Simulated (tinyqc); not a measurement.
Energy and delay of logic against supply voltage: two steps of the calculation.

One expression serves below and above threshold: I(Vg) = Ik [ln(1 + exp((Vg - VT + dd V)/(al nf Vt)))]^al, with I_on = I(V) and I_off = I(0). Gate delay td = kd C V/I_on, clock period LD td. Per gate and cycle the switching energy is act C V^2 and the leakage energy I_off V LD td. No short-circuit current, no variation. Minima are sought above 0.09 V; below a few Vt gates no longer switch and the model has no meaning.

Parameters, values chosen for the exercise; values of the order met in logic technologies:
```
symbol,value,unit,meaning
T,300,K,temperature
VT,0.26,V,threshold voltage at zero drain bias
nf,1.19,,slope factor
dd,0.06,,barrier lowering per volt of supply
Ik,0.43,uA,specific current of a gate
al,1.4,,exponent of the current law
C,2.3,fF,load capacitance of a gate
kd,1,,delay factor
LD,20,,logic depth
act,0.02,,activity factor
V,0.58,V,supply voltage
```

Constants: q = 1.602176634e-19 C, kB = 1.380649e-23 J/K, Vt = kB T/q. Results are converted to the units shown.

Problem 1. Currents, delay and energies. I_on, I_off, td, clock frequency 1/(LD td), both energies and their sum.

Find: I_on; I_off; td; clock frequency; switching energy; leakage energy; energy.

Solution 1.

I_on = 8.2343 uA
I_off = 0.28359 nA
td = 162.00 ps
clock frequency = 0.30863 GHz
switching energy = 15.474 aJ
leakage energy = 0.53293 aJ
energy = 16.007 aJ

I_on/I_off = 29000; leakage makes up 3.33 % of the energy.

Problem 2. New V. Minimum-energy supply: E(V) is the energy per gate and cycle; with h = 0.001 V, E' = (E(V + h) - E(V - h))/(2 h), E'' = (E(V - h) - 2 E(V) + E(V + h))/h^2, V(new) = V - E'/E''.

V after iteration 1 = 0.19008525 V

Wanted: E'; E''; V after iteration 2.

Solution 2.

E' = -56.699 aJ/V
E'' = 1529.5 aJ/V^2
V after iteration 2 = 0.22716 V

Numbers from tinyqc (`OMP_NUM_THREADS=1 python tinyqc.py 2082060 2082061 out.jsonl`; about 0.01 s on one thread of a shared Intel Xeon 2.30GHz).
